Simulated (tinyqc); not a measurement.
Harmonic frequencies on the UHF/sto-3g surface (energies and gradients from PySCF), for BeH, spin multiplicity 2, step by step. One step of it, computed by the program tinyqc.

Task: Normal modes. Diagonalise H_ij / sqrt(m_i m_j); the 5 smallest eigenvalues belong to translations and rotations; wavenumber = sqrt(eigenvalue / 1822.888) x 219474.63; each mode has its largest component positive (the first on a tie); zero-point energy = sum of wavenumbers / 2, with 349.755 1/cm per kcal/mol.

Hessian (symmetrised) (hartree/bohr^2), lower triangle:
```
,1Bex,1Bey,1Bez,2Hx,2Hy,2Hz
1Bex,-0.00000079
1Bey,0.00000000,-0.00000079
1Bez,0.00000000,0.00000000,0.22420451
2Hx,0.00000079,0.00000000,0.00000000,-0.00000079
2Hy,0.00000000,0.00000079,0.00000000,0.00000000,-0.00000079
2Hz,0.00000000,0.00000000,-0.22420451,0.00000000,0.00000000,0.22420451
```

masses (u): 1Be 9.012182, 2H 1.007825

Give: eigenvalues of the mass-weighted Hessian; harmonic wavenumbers of the vibrations; mass-weighted modes; zero-point energy.

Result:

eigenvalues of the mass-weighted Hessian (hartree/(bohr^2 u)): 0.0000  0.0000  0.0000  0.0000  0.0000  0.2473

harmonic wavenumbers of the vibrations (1/cm): 2556.5

mass-weighted modes:
```
,mode 1
1Bex,0.0000
1Bey,0.0000
1Bez,-0.3171
2Hx,0.0000
2Hy,0.0000
2Hz,0.9484
```

zero-point energy = 3.6548 kcal/mol
